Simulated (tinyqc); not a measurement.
# Off-state leakage of single and stacked transistors, step by step

tinyqc, about 0.03 s, one thread, Intel Xeon 2.30GHz (shared host): `OMP_NUM_THREADS=1 python tinyqc.py 2242032 2242033 out.jsonl` Printed values are rounded.

n-channel devices of unit width. Subthreshold current I(Vg, Vs, Vd) = I0 (T/300 K)^0.5 exp[(Vg - Vs - VT(T) - gb (Vs - Vb) + dd (Vd - Vs))/(nf Vt)] (1 - exp(-(Vd - Vs)/Vt)), VT(T) = VT - cT (T - 300 K). Gate-edge tunnelling Ig (Vd/1 V) exp(ag (Vd - 1 V)), for a gate at 0 V, and band-to-band leakage Ab u exp(-Bb/u), u = Vd - Vb + 1 V, flow at a drain held at V; both are taken as independent of T. In a stack of off transistors (all gates at 0 V) the same subthreshold current passes through each.

Inputs (values chosen for the exercise); values of the order met in bulk silicon logic transistors:
- T = 300 K (temperature)
- V = 0.8 V (supply voltage)
- VT = 0.36 V (threshold at 300 K, zero drain and body bias)
- cT = 0.8 mV/K (fall of the threshold with temperature)
- I0 = 0.49 uA/um (current at threshold at 300 K)
- nf = 1.35 (slope factor)
- dd = 0.05 (drain-induced lowering per volt)
- gb = 0.14 (rise of the threshold per volt of source-body bias)
- Ig = 8e-6 uA/um (gate-edge tunnelling current at 1 V)
- ag = 4.5 1/V (exponential slope of the gate current)
- Ab = 1 uA/(um V) (prefactor of band-to-band leakage at the drain)
- Bb = 21 V (its exponential voltage)
- Vb = 0 V (body voltage)

Constants: q = 1.602176634e-19 C, kB = 1.380649e-23 J/K, Vt = kB T/q. Results are converted to the units shown.

## Leakage of one transistor

Vg = Vs = 0, Vd = V; effective threshold VT(T) - gb Vb - dd V.

effective threshold = 0.32 V
parts (nA/um): subthreshold 0.05106803, gate edge 0.002602046, band-to-band 0.01543489
total = 0.06910497 nA/um
shares (%): subthreshold 73.89922, gate edge 3.765353, band-to-band 22.33543

The subthreshold part is the largest.

## Starting value

Vx = dd V/(1 + gb + 2 dd), the solution for Vx well above Vt, rounded to three decimals.

Vx at the start = 0.032 V

## Iteration 1: new Vx

Stack of two, Vx the node between them: I_low = I(0, 0, Vx), I_up = I(0, Vx, V), f = ln(I_up/I_low), f' = -(1 + gb + 2 dd)/(nf Vt) - 1/(Vt (exp(Vx/Vt) - 1)) - 1/(Vt (exp((V - Vx)/Vt) - 1)), Vx(new) = Vx - f/f'.

I_low = 0.01206567 nA/um
I_up = 0.01715085 nA/um
f = 0.3516834
f' = -51.33078 1/V
Vx after iteration 1 = 0.03885132 V

## Iteration 2: new Vx

As before.

I_low = 0.01334344 nA/um
I_up = 0.01357781 nA/um
f = 0.01741187
f' = -46.59946 1/V
Vx after iteration 2 = 0.03922497 V

## Course of the iteration

Stop when the step is below 1e-11 V, or after 40 iterations.

Course of the iteration:
```
iteration  Vx before the step (V)  step (V)
1                           0.032   6.85e-3
2                      0.03885132   3.74e-4
3                      0.03922497   8.22e-7
4                      0.03922579  3.92e-12
```

Converged in 4 iterations. The subthreshold current of the stack is 0.01341 nA/um, 3.81 times less than that of one transistor (the drain leakage is unchanged); the estimate exp[dd V (1 + gb + dd)/((1 + gb + 2 dd) nf Vt)] gives 3.00.
